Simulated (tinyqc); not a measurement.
Programming of a floating-gate cell by Fowler-Nordheim tunnelling: one step of the calculation.

Per tunnel area the floating gate has Ctun = 3.9 eps0/tox to the channel (0 V) and Ccg to the control gate, Ct = Ctun/(1 - ag), no other coupling. With the threshold shift U = -Q/Ccg the field is F = ag (Vg - U)/tox, and dU/dt = J/Ccg. Fowler-Nordheim: J = A F^2 exp(-B/F), A = q^2/(16 pi^2 hbar mo phi) (times 1e14 for A/cm^2 with F in V/nm, emitter mass m0), B = (4/3) sqrt(mo/C) phi^1.5, C = hbar^2/(2 m0).

Task. Explicit time steps against the exact solution. U(new) = U + dt J(F(U))/Ccg. Exact: exp(B/F(t)) = exp(B/F(0)) + K t, K = A B ag/(Ccg tox), and U = Vg - tox F/ag.

Parameters, values chosen for the exercise; oxide values close to those of silicon dioxide:
- phi = 3.12 eV (tunnel barrier)
- mo = 0.47 m0 (tunnelling mass)
- tox = 8.6 nm (tunnel oxide thickness)
- ag = 0.63 (coupling ratio Ccg/Ct)
- Vt0 = -1.1 V (threshold shift at the start)
- Vg = 17.3 V (control-gate voltage)
- dt = 0.39 us (time step)
- n = 10 (steps)

Constants: q = 1.602176634e-19 C, hbar = 1.054571817e-34 J s, m0 = 9.1093837015e-31 kg, eps0 = 8.8541878128e-14 F/cm where lengths are in cm, hbar^2/(2 m0) = 0.0380998212 eV nm^2. Results are converted to the units shown.

Find: t; F; J; U by steps; U exact.

Result.

```
step   t (us)  F (V/nm)  J (A/cm^2)  U by steps (V)  U exact (V)
0           0    1.3479     0.92386         -1.1000      -1.1000
1     0.39000    1.3093     0.49565         -0.5730      -0.6892
2     0.78000    1.2886     0.34972         -0.2903      -0.4150
3      1.1700    1.2740     0.27167         -0.0908      -0.2104
4      1.5600    1.2626     0.22241          0.0642      -0.0479
5      1.9500    1.2533     0.18833          0.1911       0.0864
6      2.3400    1.2455     0.16328          0.2985       0.2006
7      2.7300    1.2386     0.14407          0.3917       0.2999
8      3.1200    1.2326     0.12887          0.4738       0.3875
9      3.5100    1.2272     0.11653          0.5474       0.4658
10     3.9000    1.2224     0.10632          0.6138       0.5366
```

Range of the model: Programming fields of 10 MV/cm and more wear the oxide; trapping and the channel potential are ignored.

tinyqc, about 0.02 s, one thread, Intel Xeon 2.30GHz (shared host): `OMP_NUM_THREADS=1 python tinyqc.py 2130105 2130106 out.jsonl`
